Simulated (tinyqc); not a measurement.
# Coupling and lever arm from microwave spectroscopy

Problem. A charge qubit absorbs at h f = sqrt(ep^2 + 4 tc^2), ep = al (V - V0). Find al, V0 and tc.

Constants: q = 1.602176634e-19 C, h = 6.62607015e-34 J s. Results are converted to the units shown.

gate voltage (mV): [0.5115, 0.559, 0.597]
resonance frequency Om/h (GHz): [2.0984595, 1.8838045, 3.0032517]

Solution. (h f)^2 is a parabola in V: its curvature gives al, its vertex V0 and 4 tc^2.

al = 0.180 eV/V
V0 = 0.540 mV
tc = 3.50 ueV

Computed by the program tinyqc: `OMP_NUM_THREADS=1 python tinyqc.py 2470043 2470044 out.jsonl`, one thread of a shared Intel Xeon 2.30GHz, about 0.01 s for the whole run.
